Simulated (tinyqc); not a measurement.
# Elastic trap-assisted tunnelling through a dielectric: two studies

Emitter at x = 0 (Fermi level 0), collector at x = t (Fermi level -V), band edge U(x) = phi - F x, F = V/t. A trap at x has the energy E = U(x) - Et. With G(u) = (4/(3 F)) sqrt(mo/C) max(u, 0)^1.5, C = hbar^2/(2 m0): S1 = G(phi - E) - G(Et), S2 = G(Et) - G(phi - V - E), T1,2 = exp(-S1,2). The steady rate through one trap is nu T1 T2 (f1 - f2)/(T1 + T2), f1 = f(E), f2 = f(E + V), f(y) = 1/(1 + exp(y/Vt)); both contacts offer states at E.

Values chosen for this exercise; dielectric values close to those of silicon dioxide:
```
symbol,value,unit,meaning
T,300,K,temperature
phi,3.02,eV,barrier above the emitter Fermi level
mo,0.52,m0,tunnelling mass
t,6.6,nm,thickness
Et,2.22,eV,trap depth below the band edge of the dielectric
Nt,7.4e18,cm^-3,trap density
nu,1e14,1/s,attempt frequency
V,2.99,V,voltage
```

Constants: q = 1.602176634e-19 C, kB = 1.380649e-23 J/K, hbar = 1.054571817e-34 J s, m0 = 9.1093837015e-31 kg, Vt = kB T/q, hbar^2/(2 m0) = 0.0380998212 eV nm^2. Results are converted to the units shown.

Each table varies one quantity; the others keep the values above.

## Effect of the trap depth

J = q Nt times the integral of the rate over x. Direct S = (4/(3 F)) sqrt(mo/C) [phi^1.5 - max(phi - V, 0)^1.5].

The same in every row: direct S = 57.0.

Effect of the trap depth:
```
Et (eV)  J (A/cm^2)  x of the peak over t  larger S there
1.36       1.40e-11                 0.547            39.1
1.6         1.63e-9                 0.466            34.3
1.85        2.10e-7                 0.387            29.3
2.1         7.34e-8                 0.382            31.7
2.34        3.67e-9                 0.402            34.5
2.59       2.46e-10                 0.415            36.9
2.83       2.51e-11                 0.424            39.1
3.08       2.88e-12                 0.432            41.1
3.32       4.18e-13                 0.437            43.0
```

J goes from 1.40e-11 through a maximum of 2.10e-7 (at Et = 1.85 eV among the rows listed) to 4.18e-13 A/cm^2. Shallow traps near the emitter lie above its Fermi level and stay empty, while deep traps face higher barriers, so a middle depth conducts best.

## Effect of the thickness at fixed voltage

Same model as above.

Results:
```
t (nm)  J (A/cm^2)  x of the peak over t  larger S there  direct S
3            0.847                 0.382            15.2      25.9
3.8         0.0169                 0.387            19.2      32.8
4.7        1.98e-4                 0.390            23.7      40.6
5.6        2.29e-6                 0.392            28.2      48.4
7.3       4.85e-10                 0.394            36.6      63.1
8.1       9.00e-12                 0.395            40.6      70.0
9         1.01e-13                 0.396            45.1      77.7
```

Estimate the missing row, t = 6.4 nm.

Computed row:
```
t (nm)  J (A/cm^2)  x of the peak over t  larger S there  direct S
6.4        4.28e-8                 0.393            32.2      55.3
```

With this row back in the table: J falls from 0.847 to 1.01e-13 A/cm^2, on average 2.15 decades a nanometre, against 3.75 for the direct exponent: trap-assisted leakage falls more slowly, so it gains on direct tunnelling as the layer thickens.

Range of the model: Phonon-assisted (inelastic) capture, chains of traps and a spread of trap depths are left out.

Computed by the program tinyqc: `OMP_NUM_THREADS=1 python tinyqc.py 2370018 2370019 out.jsonl`, one thread of a shared Intel Xeon 2.30GHz, about 0.03 s for the whole run.
